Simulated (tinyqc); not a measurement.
# Hot electrons in a saturated n-channel MOSFET, lucky-electron model: several studies

Beyond pinch-off the lateral field grows as Esat cosh(y/l) over the velocity-saturated region (pseudo-two-dimensional model). Impact ionisation in this region gives the substrate current, which biases the body forward through Rsub. Currents are per width. Local-field laws: they overstate ionisation when the field peak is narrower than an energy relaxation length.

Values chosen for this exercise; values close to those of silicon n-channel devices:
- L = 0.35 um (channel length)
- tox = 7.6 nm (oxide thickness)
- xj = 110 nm (junction depth)
- VT = 0.73 V (threshold)
- mu = 320 cm^2/(V s) (effective mobility)
- vs = 7.9e6 cm/s (saturation velocity)
- Ai = 2e6 1/cm (ionisation prefactor)
- Bi = 1.74 MV/cm (ionisation field)
- Rd = 0 ohm um (resistance of the lightly doped drain)
- Rsub = 24000 ohm um (substrate resistance)
- kb = 0.46 (fall of VT per volt of forward body bias)
- m = 2.9 (lifetime exponent)
- Hl = 5500 s uA/um (lifetime constant)
- Vd = 2.7 V (drain voltage)
- Vg = 1.9 V (gate voltage)

Constants: eps0 = 8.8541878128e-14 F/cm where lengths are in cm. Results are converted to the units shown.

Each table varies one quantity; the others keep the values above.

## Effect of the resistance of the lightly doped drain

Cox = 3.9 eps0/tox, l = sqrt(3 tox xj), Esat = 2 vs/mu. Overdrive g = Vg - VT + kb Vb; Vdsat = g Esat L/(g + Esat L); Id = Cox vs (g - Vdsat); dV = Vd - Id Rd - Vdsat; Em = sqrt((dV/l)^2 + Esat^2); Isub = Id (Ai/Bi) l Em exp(-Bi/Em). Vb = Rsub Isub is solved self-consistently. Lifetime tau = (Hl/Id)(Isub/Id)^(-m); 1 year = 3.15576e7 s.

Effect of the resistance of the lightly doped drain:

| Rd (ohm um) | Id (uA/um) | Em (MV/cm) | Isub (uA/um) | Isub/Id | tau (years) |
|---|---|---|---|---|---|
| 0 | 183.4 | 0.3988 | 5.361 | 0.02924 | 0.02671 |
| 150 | 182.4 | 0.3937 | 4.972 | 0.02726 | 0.03289 |
| 300 | 181.4 | 0.3886 | 4.608 | 0.02540 | 0.04061 |
| 500 | 180.3 | 0.3818 | 4.157 | 0.02306 | 0.05406 |
| 800 | 178.7 | 0.3718 | 3.550 | 0.01987 | 0.08402 |
| 1200 | 176.9 | 0.3586 | 2.854 | 0.01614 | 0.1552 |
| 1600 | 175.4 | 0.3456 | 2.270 | 0.01294 | 0.2968 |

What does the table show?

As Rd goes from 0 to 1600 ohm um, Em falls from 0.399 to 0.346 MV/cm, Isub falls from 5.36 to 2.27 uA/um and tau rises from 0.0267 to 0.297 years. From the first row to the last, log10(tau) changes by 1.0: 1.0 from (Isub/Id)^(-m), which holds Em and l, and 0.019 from 1/Id. The price is 0.281 V dropped over Rd in the last row.

## Effect of the oxide thickness

Same model as above.

Effect of the oxide thickness:

| tox (nm) | Id (uA/um) | Em (MV/cm) | Isub (uA/um) | Isub/Id | tau (years) |
|---|---|---|---|---|---|
| 5.2 | 315.3 | 0.4704 | 17.48 | 0.05545 | 0.002428 |
| 6.5 | 225.0 | 0.4280 | 8.792 | 0.03908 | 0.009385 |
| 8 | 172.2 | 0.3894 | 4.543 | 0.02638 | 0.03833 |
| 9.9 | 134.5 | 0.3523 | 2.229 | 0.01657 | 0.1889 |
| 12 | 109.2 | 0.3213 | 1.129 | 0.01034 | 0.9147 |
| 15 | 86.53 | 0.2886 | 0.4861 | 0.005617 | 6.769 |

What does the table show?

As tox goes from 5.2 to 15 nm, Em falls from 0.470 to 0.289 MV/cm, Isub falls from 17.5 to 0.486 uA/um and tau rises from 0.00243 to 6.77 years. From the first row to the last, log10(tau) changes by 3.4: 2.9 from (Isub/Id)^(-m), which holds Em and l, and 0.56 from 1/Id.

## Effect of the gate voltage

Same model as above.

Result of one run:

| Vg (V) | Id (uA/um) | Em (MV/cm) | Isub (uA/um) | Isub/Id | tau (years) |
|---|---|---|---|---|---|
| 1.56 | 106.2 | 0.4257 | 4.370 | 0.04114 | 0.01712 |

What becomes of these results when the gate voltage Vg is changed from 1.56 to 2.02 V, all else the same?

Result of the changed run:

| Vg (V) | Id (uA/um) | Em (MV/cm) | Isub (uA/um) | Isub/Id | tau (years) |
|---|---|---|---|---|---|
| 2.02 | 212.9 | 0.3908 | 5.582 | 0.02622 | 0.03156 |

The whole series:

| Vg (V) | Id (uA/um) | Em (MV/cm) | Isub (uA/um) | Isub/Id | tau (years) |
|---|---|---|---|---|---|
| 0.88 | 4.581 | 0.5131 | 0.4556 | 0.09946 | 0.03070 |
| 1.11 | 27.15 | 0.4767 | 1.936 | 0.07129 | 0.01360 |
| 1.33 | 61.48 | 0.4490 | 3.297 | 0.05362 | 0.01372 |
| 1.56 | 106.2 | 0.4257 | 4.370 | 0.04114 | 0.01712 |
| 1.79 | 157.3 | 0.4067 | 5.106 | 0.03247 | 0.02298 |
| 2.02 | 212.9 | 0.3908 | 5.582 | 0.02622 | 0.03156 |
| 2.25 | 272.1 | 0.3773 | 5.872 | 0.02158 | 0.04343 |
| 2.47 | 331.4 | 0.3661 | 6.027 | 0.01819 | 0.05856 |
| 2.7 | 395.7 | 0.3559 | 6.100 | 0.01542 | 0.07919 |

As Vg goes from 0.88 to 2.7 V, Em falls from 0.513 to 0.356 MV/cm, Isub rises from 0.456 to 6.10 uA/um and tau goes from 0.0307 through a minimum of 0.0136 (at Vg = 1.11 V among the rows listed) to 0.0792 years.

Numbers from tinyqc (`OMP_NUM_THREADS=1 python tinyqc.py 2550151 2550152 out.jsonl`; about 0.01 s on one thread of a shared Intel Xeon 2.30GHz).
